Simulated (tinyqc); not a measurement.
From results back to parameters: exciton in an atomically thin sheet (Rytova-Keldysh potential).

Problem. The spacing of the 1s and 2s lines was computed from a hidden kap.

Relative motion in the plane with V(k) = -2 pi q/(k (kap + r0 k)), q = e^2/(4 pi eps0), c = hbar^2/2m0. Normalised Gaussians exp(-a_i r^2): with A = a_i + a_j, S_ij = 2 sqrt(a_i a_j)/A, T_ij = (4c/mu)(a_i a_j/A) S_ij, V_ij = -q S_ij times the integral over k from 0 to infinity of exp(-k^2/4A)/(kap + r0 k).

Converged values use 20 Gaussians with exponents 2^i/b^2, i = -11 to 8, b the larger of a0 kap/(2 mu) and sqrt(a0 r0/mu), a0 = 0.5291772 angstrom; p states use r exp(i theta) exp(-a r^2).

Constants: hbar^2/2m0 = 3.80998211 eV angstrom^2; e^2/(4 pi eps0) = 14.39964547 eV angstrom.

Values chosen for the exercise (out of a larger set: near those of a MoTe2 monolayer; not measured data): r0 = 76.3 angstrom (screening length of the sheet).

mu = 0.31269 m0
2s - 1s = 103.73 meV

Find: kap; 1s binding.

Solution. The spacing falls steadily as kap grows, so bisection on kap finds one value; the binding follows from the same solution.

kap = 4.50
1s binding = 148 meV

(tinyqc, `OMP_NUM_THREADS=1 python tinyqc.py 1282777 1282778 out.jsonl`, Intel(R) Xeon(R) Processor @ 2.30GHz, 1 thread, shared host, about 0.05 s.)
